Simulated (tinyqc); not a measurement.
UHF in the 3-21g basis, for H2, spin multiplicity 1, step by step. One step of it, computed by the program tinyqc.

Task: Iteration 2: diagonalisation and new density. Diagonalise F' = X^T F X, C = X C', fill 1 alpha and 1 beta electrons from the bottom; D(s) = C_occ C_occ^T. Each column has its largest component positive (the first on a tie).

F(alpha) (hartree), order 1H 1s, 1H 2s, 2H 1s, 2H 2s:
```
[[0.134340, -0.466815, -0.250763, -0.346249],
 [-0.466815, -0.335618, -0.275765, -0.312321],
 [-0.250763, -0.275765, 0.419861, -0.248575],
 [-0.346249, -0.312321, -0.248575, -0.168084]]
```

F(beta) (hartree), order 1H 1s, 1H 2s, 2H 1s, 2H 2s:
```
[[0.419861, -0.248575, -0.250763, -0.275765],
 [-0.248575, -0.168084, -0.346249, -0.312321],
 [-0.250763, -0.346249, 0.134340, -0.466815],
 [-0.275765, -0.312321, -0.466815, -0.335618]]
```

X, order 1H 1s, 1H 2s, 2H 1s, 2H 2s:
```
[[-0.724056, 0.910221, 0.583752, 0.284046],
 [1.342238, -0.690968, 0.314899, 0.374178],
 [0.724056, 0.910221, -0.583752, 0.284046],
 [-1.342238, -0.690968, -0.314899, 0.374178]]
```

Give: F' = X^T F X; orbital energies; coefficients C; F' = X^T F X; orbital energies; coefficients C; D(alpha) after iteration 2; D(beta) after iteration 2.

Result:

F' = X^T F X (alpha) (hartree):
```
[[0.9529, 0.0186, -0.4470, -0.0035],
 [0.0186, 1.1872, -0.0412, 0.1123],
 [-0.4470, -0.0412, 0.3374, -0.1434],
 [-0.0035, 0.1123, -0.1434, -0.4380]]
```

orbital energies (alpha) (hartree): [-0.4756, 0.1289, 1.1530, 1.2332]

coefficients C (alpha), order 1H 1s, 1H 2s, 2H 1s, 2H 2s:
```
[[0.2920, -0.1490, 1.2896, 0.0611],
 [0.5626, -0.7816, -1.2439, 0.2082],
 [0.1496, 0.1820, -0.0407, 1.3104],
 [0.2515, 1.0051, 0.3199, -1.1586]]
```

F' = X^T F X (beta) (hartree):
```
[[0.9529, -0.0186, -0.4470, 0.0035],
 [-0.0186, 1.1872, 0.0412, 0.1123],
 [-0.4470, 0.0412, 0.3374, 0.1434],
 [0.0035, 0.1123, 0.1434, -0.4380]]
```

orbital energies (beta) (hartree): [-0.4756, 0.1289, 1.1530, 1.2332]

coefficients C (beta), order 1H 1s, 1H 2s, 2H 1s, 2H 2s:
```
[[0.1496, 0.1820, -0.0407, 1.3104],
 [0.2515, 1.0051, 0.3199, -1.1586],
 [0.2920, -0.1490, 1.2896, 0.0611],
 [0.5626, -0.7816, -1.2439, 0.2082]]
```

D(alpha) after iteration 2, order 1H 1s, 1H 2s, 2H 1s, 2H 2s:
```
[[0.0853, 0.1643, 0.0437, 0.0734],
 [0.1643, 0.3166, 0.0842, 0.1415],
 [0.0437, 0.0842, 0.0224, 0.0376],
 [0.0734, 0.1415, 0.0376, 0.0632]]
```

D(beta) after iteration 2, order 1H 1s, 1H 2s, 2H 1s, 2H 2s:
```
[[0.0224, 0.0376, 0.0437, 0.0842],
 [0.0376, 0.0632, 0.0734, 0.1415],
 [0.0437, 0.0734, 0.0853, 0.1643],
 [0.0842, 0.1415, 0.1643, 0.3166]]
```
